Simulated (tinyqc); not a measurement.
MOS structure on a p-type body with a doping step, non-linear Poisson equation by Newton steps: course of the Newton iteration.

One dimension, insulator interface at x = 0, acceptor density N1 for x < x1 and Na beyond, net doping C = -(acceptor density). psi is counted from the intrinsic level: n = ni exp((psi - Vb)/Vt), p = ni exp(-psi/Vt); deep in the body psi_b = -Vt ln(Na/ni). The gate acts through Cox = eps0 eox/tox and has the potential psi_G = Vg - (phiM - chi - Vt ln(Nc/ni)). Boltzmann statistics, full ionisation, classical densities, no oxide or interface charge.

a_i = eps0 eps_r/h_i for the interval from node i to i + 1, with h_i = x_(i+1) - x_i in cm.

Start: psi_b + U (1 - x/W)^2 for x < W and psi_b beyond, with U = Vb - 2 psi_b and W = sqrt(2 eps0 eps_r U/(q Na)).

n_i = ni exp((psi_i - Vb)/Vt), p_i = ni exp(-psi_i/Vt), rho_i = p_i - n_i + C_i, g_i = (n_i + p_i)/Vt. Box widths w_i = (h_(i-1) + h_i)/2 in cm. Residual F_i = a_i (psi_(i+1) - psi_i) - a_(i-1) (psi_i - psi_(i-1)) + q rho_i w_i; Jacobian: a_(i-1) and a_i beside the diagonal, b_i = -a_(i-1) - a_i - q g_i w_i on it. Node 0 is free: w_0 = h_0/2, F_0 = a_0 (psi_1 - psi_0) + Cox (psi_G - psi_0) + q rho_0 w_0, b_0 = -a_0 - Cox - q g_0 w_0, with Cox = eps0 eox/tox, psi_G = Vg - (phiM - chi - Vt ln(Nc/ni)). The last node is fixed.

Solve the tridiagonal system a_(i-1) d_(i-1) + b_i d_i + a_i d_(i+1) = -F_i for nodes 0 to 11, with d = 0 on fixed nodes. The full step is added.

Stop when the largest undamped |d| is below 1e-9 V, or after 80 iterations.

Parameters, values chosen for the exercise; band and dielectric values those of a made-up semiconductor: temperature T = 300 K; band gap Eg = 1.44 eV; relative permittivity eps_r = 10.5; conduction-band density of states at T Nc = 3.11e19 cm^-3; valence-band density of states at T Nv = 3.08e19 cm^-3; electron affinity chi = 3.37 eV; acceptor density deep in the body Na = 1.4e18 cm^-3; relative permittivity of the gate insulator (close to silicon nitride) eox = 7.33; insulator thickness tox = 2.3 nm; gate work function phiM = 3.61 eV; electron quasi-Fermi potential against the body Vb = 0 V; depth of the doping step x1 = 19 nm; acceptor density above the step N1 = 7e18 cm^-3; gate voltage against the body Vg = 1.73 V.

Constants: q = 1.602176634e-19 C, kB = 1.380649e-23 J/K, Vt = kB T/q, eps0 = 8.8541878128e-14 F/cm where lengths are in cm. Results are converted to the units shown.

```
node	x (nm)	net doping C (cm^-3)
0	0	-7e18
1	0.3	-7e18
2	0.76	-7e18
3	1.46	-7e18
4	2.54	-7e18
5	4.19	-7e18
6	6.72	-7e18
7	10.6	-7e18
8	16.5	-7e18
9	25.6	-1.4e18
10	39.6	-1.4e18
11	60.9	-1.4e18
12	93.6	-1.4e18
```

ni = 2.48421e7 cm^-3

Course of the iteration:
```
iteration	largest |F| (C/cm^2)	largest |d| (V)	at node
1	3.68e-6	0.704	0
2	2290	0.0259	0
3	844	0.0259	0
4	310	0.0259	0
5	114	0.0259	0
6	42.0	0.0259	0
7	15.5	0.0259	0
8	5.68	0.0259	0
9	2.09	0.0259	1
...	...	...	...
19	9.44e-5	0.0255	0
20	3.43e-5	0.0247	0
21	1.22e-5	0.0227	0
22	4.03e-6	0.0177	0
23	1.08e-6	9.21e-3	0
24	1.62e-7	1.96e-3	0
25	5.65e-9	7.42e-5	0
26	7.66e-12	1.02e-7	0
27	1.43e-17	1.91e-13	0
```

Did this iteration meet its convergence test, and what does its course show?

Yes. Converged in 27 iterations. Once the step is below 0.1 Vt, 3 more iteration(s) reach the threshold: near the solution the error is roughly squared each time.

Range of the model: On a fine mesh the surface electron density exceeds 0.3 Nc, so degeneracy and confinement would lower the charge and push it away from the interface.

Computed by the program tinyqc: `OMP_NUM_THREADS=1 python tinyqc.py 2080102 2080103 out.jsonl`, one thread of a shared Intel Xeon 2.30GHz, about 0.6 s for the whole run.
